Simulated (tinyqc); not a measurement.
Capillary instabilities by surface diffusion: grooving and agglomeration of films, edge retraction, wire break-up and smoothing of roughness. Which input was changed? Computed by tinyqc, a small Python program. Command: `OMP_NUM_THREADS=1 python tinyqc.py 3004392 3004393 out.jsonl dewet which`. One thread of a shared host (Intel(R) Xeon(R) Processor @ 2.30GHz), about 0.03 s of CPU time with the checks.

Isotropic surface energy; shapes change by surface diffusion alone.

Inputs (values chosen for the exercise, of the order of those of a cobalt film):
```
quantity                         value        unit
surface energy gamma_s            2.27       J/m^2
grain-boundary energy gamma_b        1       J/m^2
atomic volume Omega               11.1  angstrom^3
surface sites nu                    14      1/nm^2
prefactor D0                   6.3e-06       m^2/s
activation energy Q               1.64          eV
temperature T                      911           K
time t                              21           s
film thickness h                   3.6          nm
grain radius R                      28          nm
```

Grooves: at the surface only.

Constants: k_B = 8.617333262e-05 eV/K; k_B = 1.380649e-23 J/K.

Method:
- B = D_s nu gamma_s Omega^2/(k_B T), D_s = D0 exp(-Q/(k_B T)).
- Groove angle beta: sin(beta) = gamma_b/(2 gamma). For circular grains of radius R with spherical caps the groove ends (measured from the mean surface) at the depth R g(beta), g = (2 - 3 cos beta + cos^3 beta)/(3 sin^3 beta). The film parts if R g(beta_s) > h.
- Mullins' isolated groove: depth below the flat surface d = 0.780 m (B t)^(1/4), m = tan(beta_s), width between the ridges 4.6 (B t)^(1/4); time to reach h: (h/(0.780 m))^4/B.

Task: One of these inputs alone was changed, within the range given: prefactor D0 (3.15e-06 to 1.26e-05); temperature T (455.5 to 1822); film thickness h (1.8 to 7.2); atomic volume Omega (5.55 to 22.2). Which one, and to what value?

Results:
```
run     time to reach the substrate (s)  groove depth (nm)  critical R/h
before                         105.2025           2.406306      17.86297
after                           21.1921           3.591816      17.86297
```

Result:

Each candidate set to reproduce time to reach the substrate, and what it then gives:
```
candidate                               range searched  value needed  groove depth (nm)  critical R/h
prefactor D0 (m^2/s)              3.15e-06 to 1.26e-05  out of reach                  -             -
temperature T (K)                        455.5 to 1822         991.0             3.5918        17.863
film thickness h (nm)                       1.8 to 7.2         2.412             2.4063        17.863
atomic volume Omega (angstrom^3)          5.55 to 22.2  out of reach                  -             -
```

Only temperature T fits every result: it went from 911 to 991 K. The next best candidate, film thickness h, misses one result by 33 %.

Caution: the grooves of neighbouring boundaries overlap, so the depth levels off at its final value. Caution: the grains are too small for the surface groove ever to reach the depth h.
